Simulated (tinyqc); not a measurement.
Error of the time step: velocity overshoot from momentum and energy balance equations after a field step. Computed by tinyqc, a small Python program. Command: `OMP_NUM_THREADS=1 python tinyqc.py 3010976 3010977 out.jsonl overshoot walk`. One thread of a shared host (Intel(R) Xeon(R) Processor @ 2.30GHz), about 0.03 s of CPU time with the checks.

At t = 0 the field jumps from 0 to F in a uniform sample. v is the drift velocity and u = w - (3/2) k_B T the excess energy per carrier.

Inputs (values chosen for the exercise, modelled on holes in silicon except for tau_E):
```
quantity                      value        unit
effective mass m                0.4         m_0
low-field mobility mu_0         480  cm^2/(V s)
saturation velocity v_s        0.85    1e7 cm/s
energy relaxation time tau_E   0.88          ps
field after the step F           13       kV/cm
lattice temperature T           300           K
time step dt                    5.7          fs
```

Scheme: implicit in the damping.

Constants: m_0 = 9.1093837015e-31 kg; e = 1.602176634e-19 C; k_B = 8.617333262e-05 eV/K.

Method:
- dv/dt = e F/m - v/tau_m(u), du/dt = e F v - u/tau_E, tau_m(u) = tau_0/(1 + c u), tau_0 = m mu_0/e, c = mu_0/(e tau_E v_s^2); this choice gives the steady state v (1 + mu_0 F v/v_s^2) = mu_0 F, which saturates at v_s. Steady velocity v = 2 mu_0 F/(1 + sqrt(1 + 4 (mu_0 F/v_s)^2)); u = e F v tau_E; carrier temperature T + 2u/(3 k_B), neglecting the drift energy m v^2/2.
- Step: v_new = (v + dt e F/m)/(1 + dt/tau_m(u)), u_new = (u + dt e F v_new)/(1 + dt/tau_E). Start v = u = 0; the distance adds dt (v + v_new)/2.
- The peak velocity is recomputed with dt/2 and dt/4 and by an adaptive Runge-Kutta method (tolerance 1e-9).

tau_0 = 109.164 fs

acceleration e F/m = 0.00571617 1e7 cm/s per fs

c = 7.54954 1/eV

steady velocity = 0.449498 1e7 cm/s

Peak velocity:
```
step      v_peak (1e7 cm/s)  error (%)
dt                  0.55376   -0.15195
dt/2                0.55418   -0.07722
dt/4                0.55439   -0.03896
adaptive            0.55461    0.00000
```

The implicit scheme puts the peak 0.15 % too low; halving dt divides the error by 1.97, as a first-order method should.

Extremes, crossings and ranges named in words are read from the listed rows.
